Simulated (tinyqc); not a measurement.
# Bandgap voltage reference from two bipolar transistors, step by step

Numbers from tinyqc (`OMP_NUM_THREADS=1 python tinyqc.py 2062048 2062049 out.jsonl`; about 0.02 s on one thread of a shared Intel Xeon 2.30GHz). Printed values are rounded.

Two transistors of area 1 and N carry the same current I. Is(T) = Is (T/T0)^eta exp[(Vg0 q/kB)(1/T0 - 1/T)], VBE1 = Vt ln(I/Is(T)) + I rb, VBE2 = Vt ln(I/(N Is(T))) + I rb/N. The amplifier forces I R1(T) = VBE1 - VBE2 + Vos, with R(T) = R (1 + tc (T - T0)) for both resistors, and the output is Vref = VBE1 + I R2(T). Base currents and the Early effect are neglected.

Values chosen for this exercise; values of the order met in silicon bipolar transistors:
- T0 = 300 K (reference temperature)
- Vg0 = 1.196 V (band-gap voltage extrapolated to 0 K)
- eta = 3.8 (temperature exponent of the saturation current)
- Is = 5e-16 A (saturation current of the unit transistor at T0)
- N = 24 (area ratio of the second transistor)
- R1 = 16 kohm (resistor across which the difference of VBE falls, at T0)
- tc = -600 ppm/K (temperature coefficient of both resistors)
- Vos = 0 mV (offset of the amplifier)
- rb = 0 ohm (series resistance of the unit transistor)
- R2 = 128.1 kohm (output resistor at T0)
- T = 358 K (temperature)

Constants: q = 1.602176634e-19 C, kB = 1.380649e-23 J/K. Results are converted to the units shown.

## Operating point at the reference temperature

Vt = kB T/q; I = (Vt ln N + Vos)/(R1(T) - rb (1 - 1/N)). Evaluate at T = T0.

Vt = 0.0258520 V
I = 5.13494 uA
Is(T) = 5e-16 A
VBE1 = 0.595953 V
I R2 = 0.657786 V
Vref = 1.25374 V

## Operating point at another temperature

Vt = kB T/q; I = (Vt ln N + Vos)/(R1(T) - rb (1 - 1/N)).

Vt = 0.0308501 V
I = 6.34863 uA
Is(T) = 1.76108e-12 A
VBE1 = 0.465769 V
I R2 = 0.784958 V
Vref = 1.25073 V

From T0 to T, VBE1 changes by -130 mV and I R2 by 127 mV, which leaves -3.01 mV in Vref.

## Resistor for zero slope at T0, ideal case

With tc = 0, Vos = 0 and rb = 0 the current is proportional to T, dVBE/dT = (VBE - Vg0 - (eta - 1) Vt)/T, and Vref has zero slope at T0 when Vref = Vg0 + (eta - 1) Vt0. Find VBE1, its slope, that Vref, R2/R1 and the curvature d2Vref/dT2 = -(eta - 1) kB/(q T0).

VBE1 = 0.595953 V
dVBE/dT = -2.24144 mV/K
Vref = 1.26839 V
R2/R1 = 8.18453
curvature = -0.804284 uV/K^2
